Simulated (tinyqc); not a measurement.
Configuration-coordinate model of a defect: Huang-Rhys factor and luminescence line shape: one step, computed by the program tinyqc.

Ground state E_g(Q) = (1/2) omega_g^2 Q^2; excited state E_e(Q) = E_0 + (1/2) omega_e^2 (Q - dQ)^2 with omega_e = omega_g and E_0 = E_ZPL. Q is mass-weighted; the dipole does not depend on Q (Condon approximation).

Question. Emission lines at zero temperature. From the lowest excited level the line to ground level n lies at E_ZPL - n hbar omega_g with Franck-Condon weight exp(-S) S^n/n!; the emitted intensity carries a further factor E^3. S = S_g; up to eleven lines, of positive energy only, from n = max(0, integer part of S - 5).

Inputs (values chosen for the exercise, for a model defect): zero-phonon energy E_ZPL = 0.762 eV; ground-state phonon hbar omega_g = 55.7 meV.

Modes: equal frequencies in both states.

S_g = 1.632461

Give: Lines.

Answer.

Lines:

| n | energy (eV) | weight | intensity / largest |
|---|---|---|---|
| 0 | 0.7620 | 1.954e-01 | 7.692e-01 |
| 1 | 0.7063 | 3.191e-01 | 1.000e+00 |
| 2 | 0.6506 | 2.604e-01 | 6.380e-01 |
| 3 | 0.5949 | 1.417e-01 | 2.654e-01 |
| 4 | 0.5392 | 5.784e-02 | 8.065e-02 |
| 5 | 0.4835 | 1.888e-02 | 1.899e-02 |
| 6 | 0.4278 | 5.138e-03 | 3.578e-03 |
| 7 | 0.3721 | 1.198e-03 | 5.491e-04 |
| 8 | 0.3164 | 2.445e-04 | 6.888e-05 |
| 9 | 0.2607 | 4.435e-05 | 6.989e-06 |
| 10 | 0.2050 | 7.239e-06 | 5.548e-07 |

The weight peaks at n = 1 and the intensity at n = 1.
